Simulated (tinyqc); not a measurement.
Comparisons within one model: hole subbands of a hard-walled well, four-band Luttinger model. A value that a table varies takes the place of the one given here.

Hole energies are counted downwards from the unstrained band edge, c = hbar^2/2m0. After the usual block transformation one block is H = [[P + Q - Zs, R - i S], [R + i S, P - Q + Zs]] in (heavy, light), with P +/- Q = c [(g1 +/- g2) k^2 + (g1 -/+ 2 g2) kz^2], R = sqrt(3) c gR k^2, S = 2 sqrt(3) c g3 k kz, kz = -i d/dz; axial approximation gR = (g2 + g3)/2. Zs = b (e_par - e_perp) is the shear part of the strain (the hydrostatic part shifts all levels alike and is left out). Basis sqrt(2/L) sin(n pi z/L), n = 1 to N, for each component: kz^2 gives (n pi/L)^2 and the heavy-light block is R delta_nm - 2 sqrt(3) c g3 k D_nm with D_nm = 4 n m/(L (n^2 - m^2)) for n + m odd, 0 otherwise. The other block has the same levels. The split-off band is left out, a severe simplification for a spin-orbit splitting near 0.11 eV.

Constants: hbar^2/2m0 = 3.80998211 eV angstrom^2.

Parameters, chosen for this exercise (near those of InP; shifted at random, so the results belong to these values and not to a real crystal): g1 = 5.07 (Luttinger gamma1); g2 = 1.6 (gamma2); g3 = 2.11 (gamma3); L = 170 angstrom (well width along [001]); k = 0.024 1/angstrom (wave vector in the plane); Zlist = (-0.0167, -0.0127, -0.0051, -0.0035, 0, 0.0043, 0.0168) eV (shear strain energies (negative: tension in the plane, for b < 0)).

## Which coupling does what

shear strain energy Zs = 0.034976 eV
N = 20, at the given k. Diagonal: R = S = 0. Along [100] and [110] gR is g2 and g3 instead of their mean.

Hole energies (meV):
```
model         E1      E2     E3     E4
diagonal  -17.90  -10.61   1.56  18.59
R alone   -18.60  -11.12   1.20  18.34
S alone   -19.20  -14.91  -5.90   8.27
axial     -19.88  -15.39  -6.22   8.06
[100]     -19.71  -15.27  -6.14   8.12
[110]     -20.08  -15.53  -6.32   8.00
```

The couplings move E1 by -1.98 meV: R alone by -0.69, S alone by -1.30, so S matters more at k L/pi = 1.30 (R grows as k^2 and joins equal n, S as k and joins n of opposite parity). Warping spreads E1 by 0.37 meV between [100] and [110], the hole being heavier along [110]; the axial value lies between them.

## Strain

N = 20. dE is the rise of the top subband from k = 0 to k1 = pi/(4L), m1 = c k1^2/dE (dash if dE is not positive), and the heavy weight is taken at k = pi/L.

Top subband:
```
Zs (eV)  HH1 (meV)  LH1 (meV)  dE (meV)  heavy weight  m1 (m0)
-0.0167       19.1       -5.9     0.140         0.063    0.579
-0.0127       15.1       -1.9     0.097         0.096    0.836
-0.0051        7.5        5.7    -0.183         0.272        -
-0.0035        5.9        7.3     0.321         0.348    0.253
0.0000         2.4       10.8     0.427         0.579    0.191
0.0043        -1.9       15.1     0.450         0.836    0.181
0.0168       -14.4       27.6     0.481         0.971    0.169
```

HH1 and LH1 cross at Zs = -2 c g2 (pi/L)^2 = -0.0042 eV; for more negative Zs the light hole is on top. Among the rows with HH1 on top, m1 goes from 0.253 to 0.169 m0 as the splitting widens from 1 to 42 meV, against the unmixed 1/(g1 + g2) = 0.150: compression lightens the holes here. A dash marks a top subband whose hole energy at k1 lies below that at k = 0: an electron-like (negative) mass. m1 describes the neighbourhood of k = 0 only; where HH1 and LH1 lie close, the band may peak further out.

tinyqc: `OMP_NUM_THREADS=1 python tinyqc.py 1280439 1280440 out.jsonl`; about 0.1 s, one thread, shared Intel(R) Xeon(R) Processor @ 2.30GHz.
